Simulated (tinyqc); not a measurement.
Hueckel theory of the pi electrons with the omega technique, for the molecule O=Cc1c[cH-]cc1C=O (SMILES; centres numbered as the heavy atoms are written), step by step. One step of it, computed by the program tinyqc.

Problem. Omega technique, round 1. h_r = h_r(0) + omega q_r, omega = 1.4, with q_r = z_r - P_rr; 0.7 of the old diagonal is kept.

Hueckel matrix in units of beta (H = alpha + beta A), lower triangle:
```
          1O        2C        3C        4C        5C        6C        7C        8C
1O  0.960000
2C  1.000000  0.000000
3C  0.000000  1.000000  0.000000
4C  0.000000  0.000000  1.000000  0.000000
5C  0.000000  0.000000  0.000000  1.000000  0.000000
6C  0.000000  0.000000  0.000000  0.000000  1.000000  0.000000
7C  0.000000  0.000000  1.000000  0.000000  0.000000  1.000000  0.000000
8C  0.000000  0.000000  0.000000  0.000000  0.000000  0.000000  1.000000  0.000000
9O  0.000000  0.000000  0.000000  0.000000  0.000000  0.000000  0.000000  1.000000

          9O
9O  0.960000
```

charge and bond-order matrix P, lower triangle:
```
           1O         2C         3C         4C         5C         6C         7C        8C
1O   1.565617
2C   0.728179   0.699591
3C  -0.166975   0.529842   1.124417
4C  -0.220961   0.162498   0.595605   1.053727
5C   0.117350  -0.155199  -0.146455   0.658996   1.113296
6C   0.178418  -0.191603  -0.238263  -0.086886   0.658996   1.053727
7C  -0.137671   0.095354   0.463570  -0.238263  -0.146455   0.595605   1.124417
8C  -0.048254  -0.012340   0.095354  -0.191603  -0.155199   0.162498   0.529842  0.699591
9O   0.079008  -0.048254  -0.137671   0.178418   0.117350  -0.220961  -0.166975  0.728179

          9O
9O  1.565617
```

Centres:
```
centre  z_r, pi electrons of the neutral centre         h
1O                                            1  0.960000
2C                                            1  0.000000
3C                                            1  0.000000
4C                                            1  0.000000
5C                                            1  0.000000
6C                                            1  0.000000
7C                                            1  0.000000
8C                                            1  0.000000
9O                                            1  0.960000
```

Give: matrix after round 1.

Solution.

matrix after round 1, lower triangle:
```
       1O     2C      3C      4C      5C      6C      7C     8C
1O  0.722
2C  1.000  0.126
3C  0.000  1.000  -0.052
4C  0.000  0.000   1.000  -0.023
5C  0.000  0.000   0.000   1.000  -0.048
6C  0.000  0.000   0.000   0.000   1.000  -0.023
7C  0.000  0.000   1.000   0.000   0.000   1.000  -0.052
8C  0.000  0.000   0.000   0.000   0.000   0.000   1.000  0.126
9O  0.000  0.000   0.000   0.000   0.000   0.000   0.000  1.000

       9O
9O  0.722
```
